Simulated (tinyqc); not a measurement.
From results back to parameters: interface roughness in a thin film (subband fluctuation and scattering). Three cases, with inputs chosen for the exercise.

Problem. The screened mobility was computed from a hidden rms height D.

Gaussian roughness spectrum S(q) = pi D^2 Lc^2 exp(-q^2 Lc^2/4). Degenerate gas, taken to fill one subband (the second starts to fill once c kF^2/md exceeds E2 - E1, which is not tested here): kF = sqrt(2 pi Ns/gv), q = 2 kF sin(theta/2), 1/tau = (md/(2 pi c hbar)) G^2 times the integral from 0 to pi of S(q)(1 - cos theta)/eps(q)^2 dtheta, eps(q) = 1 + qs/q with screening (qs = gv md q0/(c eps), q0 = e^2/(4 pi eps0), form factors left out, which overstates the screening; other scattering is left out too, so these values lie far above measured mobilities in all but the thinnest films) or 1 without; mobility = tau c2/md with c2 = e/m0 = 1.75882e15 cm^2/(V s^2); 1e12/cm^2 = 1e-4/angstrom^2.

Constants: hbar^2/2m0 = 3.80998211 eV angstrom^2; hbar = 6.58211957e-16 eV s; e^2/(4 pi eps0) = 14.39964547 eV angstrom.

Find: mobility for D = 1 angstrom; D.

Method. The mobility goes as 1/D^2, so D is the square root of the ratio. One value fixes only D^2 times a function of Lc; a second density is needed to part the two.

Case 1.

Values chosen (near those of a thin Si channel on (100), two-fold valleys; the results hold for these values, not for the real material):
- md = 0.195 m0 (mass in the plane)
- gv = 2 (valleys)
- Lc = 28 angstrom (correlation length)
- Ns = 0.89 x 1e12/cm^2 (sheet density)
- eps = 8.1 (mean dielectric constant at the channel)

G = |dE1/dt| = 10.6136 meV/angstrom
mobility = 4646.94 cm^2/(V s)

Solution.

mobility for D = 1 angstrom = 5.372e+04 cm^2/(V s)
D = 3.40 angstrom

Case 2.

Values chosen (near those of a thin Ge channel on (111), one valley; the results hold for these values, not for the real material):
- md = 0.081 m0 (mass in the plane)
- gv = 1 (valleys)
- Lc = 46 angstrom (correlation length)
- Ns = 1.7 x 1e12/cm^2 (sheet density)
- eps = 12.4 (mean dielectric constant at the channel)

G = |dE1/dt| = 9.9499 meV/angstrom
mobility = 22133.8 cm^2/(V s)

Solution.

mobility for D = 1 angstrom = 2.213e+04 cm^2/(V s)
D = 1.00 angstrom

Case 3.

Values chosen (near those of a thin GaN channel; the results hold for these values, not for the real material):
- md = 0.2 m0 (mass in the plane)
- gv = 1 (valleys)
- Lc = 32 angstrom (correlation length)
- Ns = 7.5 x 1e12/cm^2 (sheet density)
- eps = 9.1 (mean dielectric constant at the channel)

G = |dE1/dt| = 1.5633 meV/angstrom
mobility = 1.86747e+06 cm^2/(V s)

Solution.

mobility for D = 1 angstrom = 1.867e+06 cm^2/(V s)
D = 1.00 angstrom

Computed by tinyqc, one run a case: `OMP_NUM_THREADS=1 python tinyqc.py N N+1 out.jsonl` with N = 1280006, 1280011, 1280031; one thread of a shared Intel(R) Xeon(R) Processor @ 2.30GHz, about 0.01 s a run at most.
